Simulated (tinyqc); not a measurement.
# Two-step dopant diffusion (predeposition and drive-in) with a constant diffusivity, step by step

A worked calculation. Computed by tinyqc, a small Python program that keeps every step. Command: `OMP_NUM_THREADS=1 python tinyqc.py 3026651 3026652 out.jsonl dopdiff walk`. One thread of a shared host (Intel(R) Xeon(R) Processor @ 2.30GHz), about 0.08 s of CPU time with the checks. Intermediate numbers are printed to about 5 digits and carried at full precision; extremes and crossings named in words are read from the listed rows.

Fick diffusion into a half space x > 0 whose background doping C_B is of the opposite type, so that a junction lies where C = C_B.

Inputs (values chosen for the exercise, modelled on aluminium in silicon):

| quantity | value | unit |
|---|---|---|
| prefactor D0 | 1.59 | cm^2/s |
| activation energy E | 3.44 | eV |
| surface concentration C_s | 1.2e+19 | 1/cm^3 |
| background doping C_B | 7.5e+14 | 1/cm^3 |
| predeposition temperature T1 | 950 | C |
| predeposition time t1 | 5 | min |
| drive-in temperature T2 | 1075 | C |
| drive-in time t2 | 480 | min |
| mean mobility in the layer mu | 210 | cm^2/(V s) |

Furnace ramps of the drive-in: none.

Constants: k_B = 8.617333262e-05 eV/K; e = 1.602176634e-19 C.

## Diffusivities

D = D0 exp(-E/(k_B T)). Temperatures in kelvin are T(C) + 273.15. Times in seconds are 60 times the minutes.

D1 = 1.0653e-14 cm^2/s

D2 = 2.1962e-13 cm^2/s

product D1 t1 = 3.1959e-12 cm^2

## Thermal budget of the drive-in

(Dt)2 = D2 t2, t2 in seconds.

drive-in budget (Dt)2 = 6.3251e-09 cm^2

## Predeposition

C = C_s erfc(x/(2 sqrt(D1 t1))); dose Q = 2 C_s sqrt(D1 t1/pi); the junction solves erfc(z) = C_B/C_s with x_j = 2 z sqrt(D1 t1).

dose Q = 2.4207e+13 1/cm^2

z = 2.8307

junction depth after predeposition = 0.10121 um

## Drive-in as a Gaussian

With a sealed surface and a thin source, C = Q/sqrt(pi (Dt)2) exp(-x^2/(4 (Dt)2)); x_j = 2 sqrt((Dt)2 ln(C(0)/C_B)); gradient at the junction |dC/dx| = C_B x_j/(2 (Dt)2).

surface concentration C(0) (Gaussian) = 1.7172e+17 1/cm^3

junction depth x_j = 3.7077 um

gradient at the junction = 2.1982e+19 1/cm^4

The drive-in moves the junction from 0.101 to 3.71 um and lowers the surface value by a factor 69.9. Caution: C_s exceeds the intrinsic carrier density of silicon at the predeposition temperature (2e18 to 1e19 per cm^3), where real diffusivities rise with concentration and profiles turn box-like.

## Sheet resistance

Net dose Q_net = Q erf(x_j/(2 sqrt((Dt)2))) - C_B x_j; R_s = 1/(e mu Q_net), with every dopant ionised and one mobility.

net dose = 2.3905e+13 1/cm^2

sheet resistance R_s (Gaussian) = 1243.3 ohm/square

## Exact junction depth

Exact two-step profile: C = (2 C_s/pi) int_0^alpha exp(-beta (1 + u^2))/(1 + u^2) du with alpha = sqrt(D1 t1/(Dt)2), beta = x^2/(4 (D1 t1 + (Dt)2)). The integral takes 48 Gauss-Legendre points; solve C(x) = C_B.

exact junction depth = 3.7083 um

## Gaussian against the exact two-step profile

Gaussian: C = Q/sqrt(pi (Dt)2) exp(-x^2/(4 (Dt)2)). Depths are fractions of the Gaussian x_j.

Profiles:

| x/x_j | x (um) | Gaussian (1/cm^3) | exact (1/cm^3) | ratio |
|---|---|---|---|---|
| 0.0 | 0.0000 | 1.7172e+17 | 1.7169e+17 | 1.0002 |
| 0.2 | 0.7415 | 1.3818e+17 | 1.3816e+17 | 1.0001 |
| 0.4 | 1.4831 | 7.1988e+16 | 7.1997e+16 | 0.9999 |
| 0.6 | 2.2246 | 2.4283e+16 | 2.4295e+16 | 0.9995 |
| 0.8 | 2.9662 | 5.3037e+15 | 5.3090e+15 | 0.9990 |
| 1.0 | 3.7077 | 7.5000e+14 | 7.5125e+14 | 0.9983 |
| 1.2 | 4.4492 | 6.8670e+13 | 6.8839e+13 | 0.9975 |

With D1 t1/(Dt)2 = 5.1e-4, the Gaussian is 0.017 % high at the surface and 0.17 % low at its own junction; the exact junction lies at 3.708 um, 0.015 % deeper. The dose is the same, but the real source already has a width, which is negligible here.

Checks made by the program: exact profile against the direct convolution of the erfc with the Gaussian kernel (relative difference below 1e-10).
